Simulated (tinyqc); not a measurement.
Valley-orbit splitting of a donor ground state, with strain: one step, computed by the program tinyqc.

The basis is the 1s envelope in each valley; energies are counted from the unstrained conduction-band edge. The strain is e_s (a a^T - 1/3) for the unit stress axis a, so valley j along n_j moves by Xi_u e_s w_j with w_j = (n_j.a)^2 - 1/3: -1/3 for x and y, +2/3 for z.

Problem. Levels and ground state under strain. Diagonalise H; the ground vector has positive components. The density at the nucleus, and so the contact hyperfine coupling, scales as (sum_j c_j)^2/(number of valleys), which is 1 without strain; the envelopes are held fixed.

Valleys: six along <100>. Stress axis: [001].

H (meV):
```
          +x        -x        +y        -y        +z        -z
+x  -30.9482   -3.1000   -4.1600   -4.1600   -4.1600   -4.1600
-x   -3.1000  -30.9482   -4.1600   -4.1600   -4.1600   -4.1600
+y   -4.1600   -4.1600  -30.9482   -3.1000   -4.1600   -4.1600
-y   -4.1600   -4.1600   -3.1000  -30.9482   -4.1600   -4.1600
+z   -4.1600   -4.1600   -4.1600   -4.1600  -35.5436   -3.1000
-z   -4.1600   -4.1600   -4.1600   -4.1600   -3.1000  -35.5436
```

Give: levels; valley amplitudes of the ground state; hyperfine ratio A/A_0.

Solution.

levels (meV): -52.42  -32.44  -28.59  -27.85  -27.85  -25.73

valley amplitudes of the ground state: +x 0.3802, -x 0.3802, +y 0.3802, -y 0.3802, +z 0.4593, -z 0.4593

hyperfine ratio A/A_0 = 0.9917
